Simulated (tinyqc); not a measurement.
## Thickness from two neighbouring fringes

Inverse problem. At normal incidence a transparent film with an index between those of air and substrate, taken as constant, has reflectance minima at 2 n1 d = (m + 1/2) lam (small phase shifts at the substrate neglected). Find d and the order m of the shorter wavelength.

Values chosen for this exercise:
- n1 = 2.045 (index of the transparent film)

wavelengths of two neighbouring reflectance minima (nm): 474  579.33333

Answer. Neighbouring orders differ by one: 2 n1 d (1/lam1 - 1/lam2) = 1.

d = 637.4 nm
m = 5

Numbers from tinyqc (`OMP_NUM_THREADS=1 python tinyqc.py 2870106 2870107 out.jsonl`; about 0.01 s on one thread of a shared Intel Xeon 2.30GHz).
